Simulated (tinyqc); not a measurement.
# Frequency dispersion of an accumulation capacitance by border traps, distributed model: two studies

Traps spread evenly through the insulator exchange electrons with the semiconductor by tunnelling, with tau(x) = t0 exp(2 ka x) at depth x from the interface. The admittance per area Y seen at depth x obeys dY/dx = -Y^2/(i w eps0 eox) + q Nb ln(1 + i w tau)/tau, with Y(0) = i w Cs and w = 2 pi f; the gate sees Y(tox) = G + i w C. Working variable y = Y/(i w), in uF/cm^2. Cox = eps0 eox/tox.

Parameters, values chosen for the exercise; permittivity close to that of zirconium oxide:
```
symbol   value         unit                                               meaning
eox       22.2                             relative permittivity of the insulator
tox        8.6           nm                                   insulator thickness
Cs         2.4      uF/cm^2             semiconductor capacitance in accumulation
Nb      2.2e19  cm^-3 eV^-1                               density of border traps
ka         3.3         1/nm  decay constant of the wave function in the insulator
t0        7e-9            s              time constant of a trap at the interface
f          1e5           Hz                                             frequency
```

Constants: q = 1.602176634e-19 C, eps0 = 8.8541878128e-14 F/cm where lengths are in cm. Results are converted to the units shown.

Each table varies one quantity; the others keep the values above.

## Capacitance and loss against frequency

Cox; trap-free value 1/(1/Cox + 1/Cs); response depth d = ln(1/(w t0))/(2 ka), where w tau = 1; lumped estimate: all traps within d act as C_bt = q Nb d placed at d/2, so C = 1/{1/[1/(1/Cs + d/(2 eps0 eox)) + C_bt] + (tox - d/2)/(eps0 eox)}. C and G from a fine integration; dispersion -d C/d log10 f over C, from f times and over 1.1. For a broad spread of time constants G/w is close to -(pi/2) dC/d ln w.

The same in every row: trap-free C (uF/cm^2) = 1.171.

Capacitance and loss against frequency:

| f (Hz) | d (nm) | C (uF/cm^2) | G/w (uF/cm^2) | dispersion (% a decade) | -(pi/2) dC/d ln w (uF/cm^2) | lumped C (uF/cm^2) |
|---|---|---|---|---|---|---|
| 10 | 2.218 | 1.398 | 0.02609 | 2.734 | 0.02607 | 1.377 |
| 100 | 1.869 | 1.360 | 0.02495 | 2.687 | 0.02494 | 1.341 |
| 1000 | 1.520 | 1.325 | 0.02390 | 2.644 | 0.02389 | 1.307 |
| 10000 | 1.171 | 1.290 | 0.02294 | 2.605 | 0.02293 | 1.274 |
| 1e5 | 0.8222 | 1.257 | 0.02204 | 2.571 | 0.02205 | 1.242 |
| 1e6 | 0.4733 | 1.226 | 0.02101 | 2.542 | 0.02125 | 1.211 |
| 1e7 | 0.1245 | 1.195 | 0.01801 | 2.394 | 0.01952 | 1.181 |

What does the table show?

C falls from 1.398 to 1.195 uF/cm^2, towards the trap-free 1.171; each decade of frequency removes ln 10/(2 ka) = 0.349 nm from the response depth. The dispersion falls from 2.73 to 2.39 % a decade and G/w falls from 0.0261 to 0.0180 uF/cm^2. G/w lies between 0.922 and 1.00 times -(pi/2) dC/d ln w, the relation for a broad spread of time constants.

## Effect of the semiconductor capacitance in accumulation

Same model as above.

The same in every row: d (nm) = 0.8222.

Effect of the semiconductor capacitance in accumulation:

| Cs (uF/cm^2) | C (uF/cm^2) | G/w (uF/cm^2) | dispersion (% a decade) | -(pi/2) dC/d ln w (uF/cm^2) | lumped C (uF/cm^2) | trap-free C (uF/cm^2) |
|---|---|---|---|---|---|---|
| 0.2 | 0.4455 | 0.05743 | 18.88 | 0.05739 | 0.4062 | 0.1839 |
| 0.39 | 0.5629 | 0.05128 | 13.35 | 0.05126 | 0.5279 | 0.3332 |
| 0.75 | 0.7486 | 0.04226 | 8.275 | 0.04226 | 0.7199 | 0.5647 |
| 1.4 | 0.9992 | 0.03148 | 4.620 | 0.03149 | 0.9778 | 0.8682 |
| 2.8 | 1.334 | 0.01957 | 2.152 | 0.01958 | 1.320 | 1.258 |
| 5.4 | 1.644 | 0.01105 | 0.9854 | 0.01105 | 1.636 | 1.606 |
| 10 | 1.879 | 0.006224 | 0.4842 | 0.006207 | 1.875 | 1.860 |
| 20 | 2.060 | 0.003460 | 0.2443 | 0.003432 | 2.057 | 2.051 |

As Cs goes from 0.2 to 20, C rises from 0.446 to 2.06 uF/cm^2, the dispersion falls from 18.9 to 0.244 % a decade and G/w falls from 0.0574 to 0.00346 uF/cm^2. The lumped estimate is 8.8 % below C in the first row and 0.12 % below it in the last. The same traps disperse C more when Cs is small, since they then add to the weaker series term.

Program tinyqc, `OMP_NUM_THREADS=1 python tinyqc.py 2202064 2202065 out.jsonl`; Intel Xeon 2.30GHz, shared host, one thread, about 0.5 s.
